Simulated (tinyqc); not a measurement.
MOS inversion layer, Poisson-Schroedinger loop: one step of the calculation.

Electrons confined at an insulator interface at z = 0, treated as a hard wall; parabolic valleys, Hartree approximation, no image or exchange terms. The depletion charge lies far deeper than the electrons and gives a uniform field q Nd/(eps0 eps_r); the gate balances all charge. Energies are counted from the band edge at the interface.

Task. Closed-form estimates. Triangular well: E_k = a_k (C F^2/mz)^(1/3), a_1 = 2.338107, a_2 = 4.087949, C = hbar^2/(2 m0), F in eV/nm. Fang-Howard (all electrons in the lowest level of set A): b^3 = 6 (mz1/C) q (Nd + 11 Ns/32)/(eps0 eps_r), centroid 3/b, level C b^2/(4 mz1) + (3/b) q (Nd + 11 Ns/16)/(eps0 eps_r). Use F = q (Nd + Ns)/(eps0 eps_r), the surface field, and F = q (Nd + Ns/2)/(eps0 eps_r).

Values chosen for this exercise; masses and permittivity close to those of germanium (111):
```
symbol,value,unit,meaning
eps_r,16.1,,relative permittivity
mz1,1.57,m0,mass along z of valley set A (1 valley(s))
Ns,1e13,cm^-2,sheet density of electrons
Nd,2.7e10,cm^-2,sheet density of depletion charge
```

Constants: q = 1.602176634e-19 C, hbar = 1.054571817e-34 J s, m0 = 9.1093837015e-31 kg, eps0 = 8.8541878128e-14 F/cm where lengths are in cm, hbar^2/(2 m0) = 0.0380998212 eV nm^2. Results are converted to the units shown.

Give: A1 with the surface field; A1 with Nd + Ns/2; A2 with Nd + Ns/2; b; Fang-Howard centroid; Fang-Howard level.

Result.

A1 with the surface field = 0.15793 eV
A1 with Nd + Ns/2 = 0.099671 eV
A2 with Nd + Ns/2 = 0.17426 eV
b = 2.1273 1/nm
Fang-Howard centroid = 1.4102 nm
Fang-Howard level = 0.13685 eV

tinyqc, about 2 s, one thread, Intel Xeon 2.30GHz (shared host): `OMP_NUM_THREADS=1 python tinyqc.py 2160053 2160054 out.jsonl`
